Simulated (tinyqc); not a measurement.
Square on-chip spiral inductor, lumped pi model: two steps of the calculation.

Outer diameter do = di + 2 n wd + 2 (n - 1) sp, mean da = (do + di)/2, fill p = (do - di)/(do + di), length l = 4 n da. L = 2.34 mu0 n^2 da/(1 + 2.75 p), mu0 = 4 pi 1e-7 H/m. Rs = rho l/(wd delta (1 - exp(-th/delta))), delta = sqrt(rho/(pi f mu0)). Cs = n wd^2 eps0 eo/hu across the coil. At each end Cox = l wd eps0 eo/(2 ho) leads to the substrate branch Rsi = 2 rs he/(l wd) in parallel with Csi = l wd eps0 11.7/(2 he). With one end grounded Y = 1/(Rs + i w L) + i w Cs + 1/[1/(i w Cox) + 1/(1/Rsi + i w Csi)], w = 2 pi f; Q = -Im Y/Re Y. Eddy currents in neighbouring turns and in the substrate are left out.

Values chosen for this exercise; values of the order met in silicon radio-frequency processes: number of turns n = 3.5; line width wd = 8 um; space between turns sp = 1.5 um; inner diameter di = 40 um; metal thickness th = 3 um; metal resistivity rho = 3 uohm cm; oxide below the coil ho = 9.9 um; oxide between coil and underpass hu = 0.6 um; relative permittivity of the oxide eo = 4.1; substrate resistivity rs = 20 ohm cm; effective spreading depth in the substrate he = 50 um; frequency f = 3.1 GHz.

Constants: eps0 = 8.8541878128e-12 F/m. Results are converted to the units shown.

Problem 1. Geometry and model elements. do, l, L, delta, Rs, Cs, Cox, Rsi and Csi as defined.

Wanted: do; l; L; delta; Rs; Cs; Cox; Rsi; Csi.

Solution 1.

do = 103.50 um
l = 1004.5 um
L = 1.1658 nH
delta = 1.5657 um
Rs = 2.8211 ohm
Cs = 13.553 fF
Cox = 14.734 fF
Rsi = 2488.8 ohm
Csi = 8.3248 fF

Problem 2. Admittance, quality factor and apparent inductance. Series branch 1/(Rs + i w L), substrate branch, total Y, Q = -Im Y/Re Y, apparent inductance Im(1/Y)/w, metal-only value w L/Rs, share of the loss in the substrate Re(substrate branch)/Re Y.

L = 1.1658370 nH
Rs = 2.8211280 ohm
Cs = 13.552810 fF
Cox = 14.733547 fF
Rsi = 2488.8004 ohm
Csi = 8.3248136 fF

Give: series branch; substrate branch; Y; Q; apparent inductance; w L/Rs; share of the loss in the substrate.

Solution 2.

series branch = 5.39-43.37i mS
substrate branch = 0.0911+0.1851i mS
Y = 5.48-42.92i mS
Q = 7.833
apparent inductance = 1.177 nH
w L/Rs = 8.049
share of the loss in the substrate = 1.663 %

Q is 97.3 % of the metal-only value.

Numbers from tinyqc (`OMP_NUM_THREADS=1 python tinyqc.py 2302111 2302112 out.jsonl`; about 0.01 s on one thread of a shared Intel Xeon 2.30GHz).
